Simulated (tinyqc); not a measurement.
From results back to parameters: band-to-band tunnelling across a p-n junction in a two-band chain. Three cases, with inputs chosen for the exercise.

Problem. In a uniform field T = exp(-B/F), B = (pi/4) sqrt(m/c) Eg^(3/2), c = hbar^2/2m0, 1 V/angstrom = 100 MV/cm. m is the band-edge mass, the same for both bands (twice the reduced mass). The ratio below comes from a hidden m.

Constants: hbar^2/2m0 = 3.80998211 eV angstrom^2.

Case 1.

Values chosen (out of a larger set: gap and mass near those of Ge (direct gap); not measured data): Eg = 0.779 eV (gap); F1 = 1.23 MV/cm (first field); F2 = 2.14 MV/cm (second field).

ln(T2/T1) = 1.936641

Case 2.

Values chosen (out of a larger set: gap and mass near those of GaSb; not measured data): Eg = 0.735 eV (gap); F1 = 1.15 MV/cm (first field); F2 = 2.61 MV/cm (second field).

ln(T2/T1) = 2.472788

Case 3.

Values chosen (out of a larger set: gap and mass near those of GaSb; not measured data): Eg = 0.706 eV (gap); F1 = 1.31 MV/cm (first field); F2 = 3 MV/cm (second field).

ln(T2/T1) = 2.065652

Find: B; m.

Solution. B is the logarithm over 1/F1 - 1/F2, and m = c (4B/pi)^2/Eg^3 with B in V/angstrom.

Case 1.

B = 5.602 MV/cm
m = 0.0410 m0

Case 2.

B = 5.084 MV/cm
m = 0.0402 m0

Case 3.

B = 4.804 MV/cm
m = 0.0405 m0

Computed by tinyqc, one run a case: `OMP_NUM_THREADS=1 python tinyqc.py N N+1 out.jsonl` with N = 1480985, 1481043, 1481088; one thread of a shared Intel(R) Xeon(R) Processor @ 2.30GHz, about 0.01 s a run at most.
